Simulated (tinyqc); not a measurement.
Tunnelling through a two-layer gate stack, WKB transmission and Tsu-Esaki current: two steps of the calculation.

Electrons leave the emitter at x = 0. Energies E (motion across the layers) are in eV from the emitter Fermi level; the collector Fermi level lies at -V and offers states at every E. No charge in the dielectric and no image force: F1 = V/(t1 + t2 eps1/eps2), F2 = F1 eps1/eps2; U = phi1 - F1 x in layer 1 and phi2 - F1 t1 - F2 (x - t1) in layer 2. With C = hbar^2/(2 m0), kappa = sqrt(m (U - E)/C) where U > E and 0 elsewhere; T(E) = exp(-S), S = 2 times the integral of kappa over x.

Values chosen for this exercise; layer 1 close to silicon dioxide, layer 2 close to hafnium oxide: barrier of layer 1 above the emitter Fermi level at zero bias phi1 = 3.16 eV; tunnelling mass of layer 1 m1 = 0.52 m0; thickness of layer 1 t1 = 0.9 nm; relative permittivity of layer 1 eps1 = 3.99; barrier of layer 2 at zero bias phi2 = 1.52 eV; tunnelling mass of layer 2 m2 = 0.21 m0; thickness of layer 2 t2 = 2.5 nm; relative permittivity of layer 2 eps2 = 22.2; voltage across the dielectric V = 0.8 V; energy of the electron followed E = 0 eV; cells in each layer nc = 4.

Constants: q = 1.602176634e-19 C, hbar = 1.054571817e-34 J s, m0 = 9.1093837015e-31 kg, hbar^2/(2 m0) = 0.0380998212 eV nm^2. Results are converted to the units shown.

Task 1. WKB exponent by the midpoint rule. Cut each layer into nc equal cells, take U and kappa at the cell centres, and sum S = 2 sum kappa h.

Wanted: x; U; kappa; S; T(E).

Result 1.

```
cell  x (nm)  U (eV)  kappa (1/nm)
0      0.113   3.093         6.498
1      0.338   2.960         6.356
2      0.562   2.826         6.211
3      0.787   2.693         6.063
4      1.212   0.953         2.292
5      1.837   0.886         2.210
6      2.462   0.820         2.126
7      3.087   0.753         2.038
```

S = 22.14
T(E) = 2.426e-10

Task 2. WKB exponent in closed form. Each layer adds (2/F) sqrt(m/C) [G(u at its left edge) - G(u at its right edge)] to S, with u = U - E (0 where negative) and G(u) = (2/3) u^1.5. The slope follows from 1/d = -dS/dE.

Give: S; T(E); energy d over which T(E) grows by a factor e.

Result 2.

S = 22.14
T(E) = 2.428e-10
energy d over which T(E) grows by a factor e = 0.1200 eV

The midpoint rule gives S = 22.140, so its T(E) is 0.095 % below this value. The band edge stays above E through the whole stack: direct tunnelling through a trapezoid.

Computed by the program tinyqc: `OMP_NUM_THREADS=1 python tinyqc.py 2540039 2540040 out.jsonl`, one thread of a shared Intel Xeon 2.30GHz, about 0.02 s for the whole run.
